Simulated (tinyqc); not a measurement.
# Bottom-up copper filling of a trench by curvature-enhanced accelerator coverage, step by step

A worked calculation. Computed by tinyqc, a small Python program that keeps every step. Command: `OMP_NUM_THREADS=1 python tinyqc.py 3009612 3009613 out.jsonl superfill walk`. One thread of a shared host (Intel(R) Xeon(R) Processor @ 2.30GHz), about 0.07 s of CPU time with the checks. Intermediate numbers are printed to about 7 digits and carried at full precision; extremes and crossings named in words are read from the listed rows.

A rectangular trench keeps vertical walls and a flat floor. An accelerator floats on the surface; where area is lost in the corners it is passed on to the floor.

Inputs (values chosen for the exercise, close to those used for damascene copper plating):
```
quantity                                           value     unit
trench width w                                       460       nm
aspect ratio h/w                                     3.2        -
exchange current of the suppressed surface i_0     0.017  mA/cm^2
exchange current of the accelerated surface i_1      1.1  mA/cm^2
transfer coefficient alpha                          0.37        -
overpotential eta                                  0.092        V
starting coverage theta_0                          0.063        -
adsorption rate k_a                              0.00061      1/s
cupric ion concentration C                          0.55    mol/l
diffusivity D                                    5.5e-06   cm^2/s
boundary layer delta                                  45       um
temperature T                                        298        K
```

Constants: e = 1.602176634e-19 C; N_A = 6.02214076e+23 1/mol; k_B = 8.617333262e-05 eV/K.

## Velocities

Kinetic current i_k = [i_0 (1 - theta) + i_1 theta] exp(alpha eta/(k_B T)), limit i_L = 2 F D C/delta, i = 1/(1/i_k + 1/i_L); velocity v = i Omega/(2F), Omega = 7.11 cm^3/mol, F = e N_A. Depletion inside the trench is ignored.

limiting current i_L = 129.7192 mA/cm^2

velocity at theta = 0 = 0.02356665 nm/s

velocity at theta_0 = 0.1179173 nm/s

velocity at theta = 1 = 1.478459 nm/s

ratio v(1)/v(theta_0) = 12.53810

Without acceleration the walls meet when the floor has risen by w/2, so a seam-free fill needs a mean floor-to-wall speed ratio of at least 2 h/w = 6.4.

## First rates

At the start theta_b = theta_s = theta_0 and x = w/2: d theta_b/dt = k_a (1 - theta_0) + 2 theta_0 v/x (theta_b on the floor, theta_s on the walls, x the half width). At this initial relative rate the doubling time without adsorption would be x ln2/(2 v).

rate from adsorption = 5.715700e-04 1/s

rate from area loss = 6.459819e-05 1/s

doubling time = 675.9984 s

## Filling

Half width x, floor height y, depth h = aspect ratio x w. dx/dt = -v_s, dy/dt = v_b. d theta_b/dt = k_a (1 - theta_b) + [theta_s v_b + theta_b v_s]/x: the floor takes the accelerator of the wall it covers and keeps its own as it narrows. d theta_s/dt = k_a (1 - theta_s). theta_b is capped at 1. Integrate (tolerance 1e-9) until the walls meet (x = 0.02 w/2) or the floor passes the original mouth y = h. Start: x = w/2, y = 0, theta_b = theta_s = theta_0. Height filled = y/h, opening left = x/(w/2).

Course of the fill (nine evenly spaced times):
```
t (s)       x (nm)    y (nm)    theta_b    theta_s   v_b/v_s
0.0000    230.0000    0.0000  0.0630000  0.0630000  1.000000
79.2652   218.0147   12.4530  0.1167895  0.1072277  1.077463
158.5303  200.9281   31.8644  0.1823118  0.1493678  1.198348
237.7955  178.9938   60.2149  0.2716454  0.1895189  1.396614
317.0606  152.4523  101.5468  0.4109955  0.2277747  1.742576
396.3258  121.5314  164.8631  0.6707427  0.2642249  2.421586
475.5909   86.4475  268.8601          1  0.2989545  3.159086
554.8561   47.4055  386.0504          1  0.3320448  2.861418
634.1212    4.6000  503.2407          1  0.3635732  2.626122
```

time at the end = 634.1212 s

share of the height filled from the floor = 0.3418755

opening left, as a share of w = 0.02

The walls meet when the floor has filled 34 % of the height: a seam forms above. Caution: real profiles develop slanted corners, and accelerator is consumed; both are left out.

## The window in starting coverage

The formulas are those given above.

Outcome:
```
theta_0  v(1)/v(theta_0)  height filled  opening left  time (s)
0.001           58.97985      0.3400542          0.02  725.6273
0.003           52.67419      0.3400964          0.02  722.4992
0.010           38.33396      0.3402696          0.02  711.6415
0.020           27.60396      0.3405694          0.02  696.3772
0.050           15.01299      0.3415504          0.02  652.3576
0.100            8.53830      0.3419117          0.02  585.0264
0.200            4.59418      0.3318957          0.02  472.7551
0.400            2.39871      0.2804701          0.02  323.2345
0.800            1.23760      0.1850145          0.02  186.2453
```

No row fills the trench; the best, at theta_0 = 0.1, reaches 34 % of the height. Too little accelerator takes too long to concentrate. Too much speeds the walls as well and removes the contrast.

Checks made by the program: wall coverage against its closed form (relative difference below 1e-10).
